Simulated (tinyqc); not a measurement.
Anisotropic wet etching of Si(100): plane rates, V-grooves, membranes and undercut: one step, computed by the program tinyqc.

A long slot opens the mask on a (100) wafer. The floor etches at R100; (111) walls stand at theta = arctan(sqrt2) = 54.7356 degrees to the surface and recede at R111 along their normal.

Problem. Designing a membrane from the back side. Etch depth d - membrane, time = depth/R100; for a membrane as wide as w the opening must be w + sqrt2 depth - 2 u time; oxide mask consumed R_ox x time; a 1 K error changes the depth by the fraction E/(k_B T^2); a convex mask corner, such as that of a mesa, would retreat by c x depth.

Inputs (values chosen for the exercise, close to those used for tetramethylammonium hydroxide solutions):
```
quantity,value,unit
"activation energy of (100), E",0.62,eV
"corner undercut rate over (100) rate, c",2.3,-
bath temperature T,90,C
"width w (mask opening along <110>, or membrane width in the design step)",8.2,um
wafer thickness d,300,um
membrane thickness wanted,24,um
```

R100 = 1.641398 um/min

lateral rate u = 0.1613642 um/min

R_ox = 4.079041e-04 um/min

Constants: k_B = 8.617333262e-05 eV/K.

Give: time to reach the membrane; opening needed; oxide consumed; depth error per kelvin; retreat of a convex corner.

Solution.

time to reach the membrane = 168.15 min

opening needed = 344.26 um

oxide consumed = 68.589 nm

depth error per kelvin = 15.058 um

retreat of a convex corner = 634.8 um

The error per kelvin is 63 % of the membrane, so a timed etch cannot hold it and an etch stop is needed. A corner retreat larger than the depth shows why mesas need compensation structures. Caution: the remaining silicon is too narrow for its thickness to act as a membrane. Caution: rates also depend on concentration, doping, additives and stirring, all held fixed here.
